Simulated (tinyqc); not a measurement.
Binding against position: donor or exciton in a quantum well (variational effective-mass method). Computed by tinyqc, a small Python program. Command: `OMP_NUM_THREADS=1 python tinyqc.py 3023637 3023638 out.jsonl welldonor walk`. One thread of a shared host (Intel(R) Xeon(R) Processor @ 2.30GHz), about 0.2 s of CPU time with the checks.

H = -nabla^2 - 2/|r - r_i| + V(z) in effective units; trial function psi = f(z) exp(-|r - r_i|/lambda), f the ground state of the well. Mass and screening are the same in well and barrier; l = L/a* is the width in effective units. Bands are flat: no polarisation or applied field.

Inputs (values chosen for the exercise, modelled on GaN):
```
quantity                 value  unit
electron mass m          0.207   m_0
dielectric constant eps   9.35     -
well width L               2.5    nm
barrier height V_0        0.38    eV
```

Centre: donor. Barriers: finite.

Constants: Ry = 13.605693123 eV; a_0 = 0.529177210903 angstrom.

Method:
- Ry* = Ry m/eps^2, a* = a_0 eps/m; l = L/a*.
- k solves k tan(k l/2) = sqrt(v - k^2), v = V_0/Ry*, 0 < k l/2 < pi/2 (bisection); f = cos(k z) inside and cos(k l/2) exp(-kappa (|z| - l/2)) outside, kappa = sqrt(v - k^2); subband energy k^2 Ry*.
- Binding E_b(lambda) = -1/lambda^2 + 4 A/(lambda B), with A = int f^2 exp(-2 s/lambda) dz, B = int f^2 exp(-2 s/lambda)(1 + 2 s/lambda) dz and s = |z - z_i|; 40 Gauss-Legendre points on each piece between the walls at z = -l/2 and l/2 and z_i, and out to 12/(kappa + 1/lambda) beyond the walls.
- Each row maximises over lambda (golden section, 0.3 to 4).

l = 1.04592

Ry* = 32.2157 meV

Against position:
```
z_i/L  lambda (a*)  binding (Ry*)  binding (meV)
0.0         0.9120         1.8540         59.727
0.1         0.9192         1.8259         58.822
0.2         0.9427         1.7445         56.200
0.3         0.9873         1.6189         52.155
0.4         1.0590         1.4659         47.224
0.5         1.1592         1.3075         42.121
```

What follows from these numbers?

From the centre to the wall the binding falls from 59.727 to 42.121 meV, 71 % of the centre value, since the walls keep the electron away from an off-centre ion; uniform doping thus gives a band of levels 17.606 meV wide, with a peak in its density at the centre value, where the slope vanishes.

Extremes, crossings and ranges named in words are read from the listed rows.
